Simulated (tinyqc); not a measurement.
CIS on RHF in the sto-3g basis, for BeH2, spin multiplicity 1, step by step (part 2 of 2). Computed by tinyqc, a small Python program that keeps every step (integrals from PySCF). Command: `OMP_NUM_THREADS=1 python tinyqc.py 24473 24474 out.jsonl` (the two numbers bound the seeds that draw the settings). One thread of a shared host (Intel(R) Xeon(R) Processor @ 2.60GHz), about 0.06 s of CPU time with the checks.

Geometry (angstrom):
```
atom         x          y         z
Be    0.000000   0.000000  0.000000
H     0.000000   1.246000  0.000000
H     0.000000  -1.246000  0.000000
```

## CIS matrix, triplets

orbital energies (hartree): MO1 -4.517107, MO2 -0.472379, MO3 -0.439161, MO4 0.209290, MO5 0.209290, MO6 0.501451, MO7 1.061718

Two-electron integrals over orbitals (pq|rs), unique and non-zero (hartree):
```
(11|11) 2.271413    (21|11) -0.205888   (21|21) 0.028599    (22|11) 0.502005
(22|21) -0.007346   (22|22) 0.408317    (31|31) 0.006557    (32|31) 0.015734
(32|32) 0.165976    (33|11) 0.473689    (33|21) -0.003042   (33|22) 0.421808
(33|33) 0.444769    (41|41) 0.015768    (42|41) 0.015500    (42|42) 0.050520
(43|43) 0.015526    (44|11) 0.569167    (44|21) -0.008456   (44|22) 0.375666
(44|33) 0.364375    (44|44) 0.449859    (51|51) 0.015768    (52|51) 0.015500
(52|52) 0.050520    (53|53) 0.015526    (54|54) 0.024249    (55|11) 0.569167
(55|21) -0.008456   (55|22) 0.375666    (55|33) 0.364375    (55|44) 0.401360
(55|55) 0.449859    (61|11) -0.171485   (61|21) 0.024518    (61|22) -0.007132
(61|33) -0.004637   (61|44) -0.004161   (61|55) -0.004161   (61|61) 0.021354
(62|11) 0.098764    (62|21) -0.006885   (62|22) -0.029222   (62|33) -0.051601
(62|44) 0.045699    (62|55) 0.045699    (62|61) -0.003080   (62|62) 0.075906
(63|31) -0.003880   (63|32) -0.096487   (63|63) 0.083108    (64|41) 0.016256
(64|42) 0.047647    (64|64) 0.051130    (65|51) 0.016256    (65|52) 0.047647
(65|65) 0.051130    (66|11) 0.479555    (66|21) -0.006308   (66|22) 0.404827
(66|33) 0.415773    (66|44) 0.372317    (66|55) 0.372317    (66|61) -0.005591
(66|62) -0.038816   (66|66) 0.418314    (71|31) 0.011952    (71|32) 0.021372
(71|63) -0.003193   (71|71) 0.022416    (72|31) 0.002870    (72|32) -0.046700
(72|63) 0.061091    (72|71) 0.006691    (72|72) 0.056513    (73|11) 0.133563
(73|21) -0.005621   (73|22) -0.009511   (73|33) -0.024271   (73|44) 0.053990
(73|55) 0.053990    (73|61) -0.002947   (73|62) 0.071016    (73|66) -0.030196
(73|73) 0.080634    (74|43) 0.013900    (74|74) 0.016278    (75|53) 0.013900
(75|75) 0.016278    (76|31) 0.012005    (76|32) 0.143756    (76|63) -0.097527
(76|71) 0.016162    (76|72) -0.059273   (76|76) 0.142469    (77|11) 0.588370
(77|21) -0.009674   (77|22) 0.439294    (77|33) 0.458728    (77|44) 0.395921
(77|55) 0.395921    (77|61) -0.009170   (77|62) -0.044985   (77|66) 0.445545
(77|73) -0.018878   (77|77) 0.502469
```

A(ia,jb) = (e_a - e_i) d_ij d_ab - (ij|ab).

CIS matrix A, triplet (hartree):
```
          1>4       1>5        1>6        1>7       2>4       2>5        2>6        2>7
1>4  4.157230  0.000000   0.000000   0.000000  0.008456  0.000000   0.000000   0.000000
1>5  0.000000  4.157230   0.000000   0.000000  0.000000  0.008456   0.000000   0.000000
1>6  0.000000  0.000000   4.539003   0.000000  0.000000  0.000000   0.006308   0.000000
1>7  0.000000  0.000000   0.000000   4.990455  0.000000  0.000000   0.000000   0.009674
2>4  0.008456  0.000000   0.000000   0.000000  0.306003  0.000000   0.000000   0.000000
2>5  0.000000  0.008456   0.000000   0.000000  0.000000  0.306003   0.000000   0.000000
2>6  0.000000  0.000000   0.006308   0.000000  0.000000  0.000000   0.569003   0.000000
2>7  0.000000  0.000000   0.000000   0.009674  0.000000  0.000000   0.000000   1.094802
3>4  0.000000  0.000000   0.000000   0.000000  0.000000  0.000000   0.000000   0.000000
3>5  0.000000  0.000000   0.000000   0.000000  0.000000  0.000000   0.000000   0.000000
3>6  0.000000  0.000000   0.000000  -0.012005  0.000000  0.000000   0.000000  -0.143756
3>7  0.000000  0.000000  -0.012005   0.000000  0.000000  0.000000  -0.143756   0.000000

          3>4       3>5        3>6        3>7
1>4  0.000000  0.000000   0.000000   0.000000
1>5  0.000000  0.000000   0.000000   0.000000
1>6  0.000000  0.000000   0.000000  -0.012005
1>7  0.000000  0.000000  -0.012005   0.000000
2>4  0.000000  0.000000   0.000000   0.000000
2>5  0.000000  0.000000   0.000000   0.000000
2>6  0.000000  0.000000   0.000000  -0.143756
2>7  0.000000  0.000000  -0.143756   0.000000
3>4  0.284076  0.000000   0.000000   0.000000
3>5  0.000000  0.284076   0.000000   0.000000
3>6  0.000000  0.000000   0.524839   0.000000
3>7  0.000000  0.000000   0.000000   1.042150
```

## CIS triplet states

Diagonalise A (1 hartree = 27.211386 eV); each vector has its largest component positive (the first on a tie).

triplet excitation energies (eV): [7.730089, 7.730089, 8.326258, 8.326258, 13.350283, 14.387972, 29.452306, 30.720816, 113.124492, 113.124492, 123.513995, 135.798776]

lowest vectors, order 1>4, 1>5, 1>6, 1>7, 2>4, 2>5, 2>6, 2>7, 3>4, 3>5, 3>6, 3>7:
$$\begin{pmatrix}
0.000000 & 0.000000 & -0.002193 & 0.000116 & 0.000000 & 0.000000 \\
0.000000 & 0.000000 & -0.000116 & -0.002193 & 0.000000 & 0.000000 \\
0.000000 & 0.000000 & 0.000000 & 0.000000 & 0.000000 & -0.000708 \\
0.000000 & 0.000000 & 0.000000 & 0.000000 & 0.002098 & 0.000000 \\
0.000000 & 0.000000 & 0.998607 & -0.052709 & 0.000000 & 0.000000 \\
0.000000 & 0.000000 & 0.052709 & 0.998607 & 0.000000 & 0.000000 \\
0.000000 & 0.000000 & 0.000000 & 0.000000 & 0.000000 & 0.962966 \\
0.000000 & 0.000000 & 0.000000 & 0.000000 & 0.231438 & 0.000000 \\
0.987560 & -0.157242 & 0.000000 & 0.000000 & 0.000000 & 0.000000 \\
0.157242 & 0.987560 & 0.000000 & 0.000000 & 0.000000 & 0.000000 \\
0.000000 & 0.000000 & 0.000000 & 0.000000 & 0.972847 & 0.000000 \\
0.000000 & 0.000000 & 0.000000 & 0.000000 & 0.000000 & 0.269620
\end{pmatrix}$$

Within a degenerate level the vectors are fixed only up to a rotation; this is one choice.
